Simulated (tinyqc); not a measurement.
# Worked calculation: vertical double-diffused power MOSFET, components of the on-resistance

tinyqc, about 0.01 s, one thread, Intel Xeon 2.30GHz (shared host): `OMP_NUM_THREADS=1 python tinyqc.py 2230113 2230114 out.jsonl` Printed values are rounded.

Stripe cells of pitch Wp + a, two channels a cell. Current flows through the channels, spreads in the accumulation layer, passes the gap between the p bodies and spreads at 45 degrees into the drift layer below them. Low drain voltage, full ionisation.

Inputs (values chosen for the exercise); bulk values close to those of silicon: temperature T = 300 K; relative permittivity eps_r = 11.6; critical-field constant Kc = 4100 V/cm per (cm^-3)^(1/8); rated breakdown voltage of the drift layer BV = 60 V; drift mobility at 300 K mud = 1220 cm^2/(V s); temperature exponent of the drift mobility bt = 2; gate oxide thickness (eps_r 3.9) tox = 45 nm; gate overdrive Vov = 5 V; channel mobility mch = 280 cm^2/(V s); accumulation-layer mobility mac = 540 cm^2/(V s); channel length Lc = 1.3 um; width of the p body in one cell, channels included Wp = 6.6 um; gap between neighbouring p bodies a = 4.9 um; depth of the p body xp = 1.3 um; doping of the gap over the drift doping Nj = 3; built-in voltage of the body junction Vbi = 0.803 V; substrate and contact resistance Rs = 0.41 mohm cm^2.

Constants: q = 1.602176634e-19 C, eps0 = 8.8541878128e-14 F/cm where lengths are in cm. Results are converted to the units shown.

## Drift layer

Triangular field at breakdown with Ec = Kc N^(1/8): BV = eps0 eps_r Ec^2/(2 q N), so N = (eps0 eps_r Kc^2/(2 q BV))^(4/3); W = 2 BV/Ec; mu = mud (T/300 K)^(-bt); rho = 1/(q mu N); ideal resistance rho W.

drift doping N = 8.66384e15 cm^-3
Ec = 0.402715 MV/cm
drift thickness W = 2.97978 um
electron mobility mu at T = 1220 cm^2/(V s)
drift resistivity rho = 0.590499 ohm cm
ideal resistance = 0.175956 mohm cm^2

## Components of the on-resistance

Pitch p = Wp + a, Cox = 3.9 eps0/tox; zero-bias depletion in the gap w0 = sqrt(2 eps0 eps_r Vbi/(q N Nj)), open gap g = a - 2 w0; R_ch = Lc p/(2 mch Cox Vov); R_acc = 0.6 a p/(4 mac Cox Vov), 0.6 being an empirical factor for current leaving the layer along its length; R_gap = (rho/Nj) xp p/g; spreading depth t = min(W, (p - g)/2); R_drift = (rho p/2) ln((g + 2 t)/g) + rho (W - t); R_on = the sum with Rs.

w0 = 0.199024 um
g = 4.50195 um
components (mohm cm^2): channel 0.695797, accumulation 0.407963, gap 0.0653640, drift 0.286295, substrate 0.41
R_on = 1.86542 mohm cm^2
shares (%): channel 37.2998, accumulation 21.8698, gap 3.5040, drift 15.3475, substrate 21.9790

The channel term is the largest. R_on is 10.6 times the ideal drift resistance rho W, and spreading raises the drift term to 1.63 times it.
